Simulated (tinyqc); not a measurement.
From results back to parameters: six-band Luttinger-Kohn model with strain. Three cases, with inputs chosen for the exercise.

Problem. A layer on a (001) face has exx = eyy = e_par and ezz = -2 (C12/C11) e_par. Its valence edges are E(HH) = -P - Q and E(LH), E(SO) = -P + (Q - Dso +/- sqrt(Dso^2 + 2 Dso Q + 9 Q^2))/2 with P = -av tr(e), Q = -(b/2)(exx + eyy - 2 ezz), counted from the unstrained top.

Case 1.

Values chosen (near those of Si; not measured data): Dso = 0.045 eV (spin-orbit splitting); C11 = 163.7 GPa; C12 = 66.4 GPa; e_par = 0.0182 (in-plane strain of a (001) layer).

E(HH), E(LH), E(SO) (eV): -0.0154053  0.1684969  -0.0475091

Case 2.

Values chosen (near those of GaSb; not measured data): Dso = 0.747 eV (spin-orbit splitting); C11 = 88.9 GPa; C12 = 39.7 GPa; e_par = 0.0173 (in-plane strain of a (001) layer).

E(HH), E(LH), E(SO) (eV): -0.0516297  0.0935777  -0.7424167

Case 3.

Values chosen (near those of Si; not measured data): Dso = 0.043 eV (spin-orbit splitting); C11 = 166.7 GPa; C12 = 62.4 GPa; e_par = 0.0173 (in-plane strain of a (001) layer).

E(HH), E(LH), E(SO) (eV): -0.0091051  0.1682340  -0.0397663

Find: ezz; P; Q; av; b.

Solution. The three edges add up to -3 P - Dso, which gives P; E(HH) then gives Q; av = -P/tr(e) and b = -Q/(e_par - ezz).

Case 1.

ezz = -0.014765
P = -0.05019 eV
Q = 0.06560 eV
av = 2.32 eV
b = -1.99 eV

Case 2.

ezz = -0.015451
P = -0.01551 eV
Q = 0.06714 eV
av = 0.81 eV
b = -2.05 eV

Case 3.

ezz = -0.012952
P = -0.05412 eV
Q = 0.06323 eV
av = 2.50 eV
b = -2.09 eV

Computed by tinyqc, one run a case: `OMP_NUM_THREADS=1 python tinyqc.py N N+1 out.jsonl` with N = 1080184, 1080186, 1080205; one thread of a shared Intel(R) Xeon(R) Processor @ 2.30GHz, about 0.1 s a run at most.
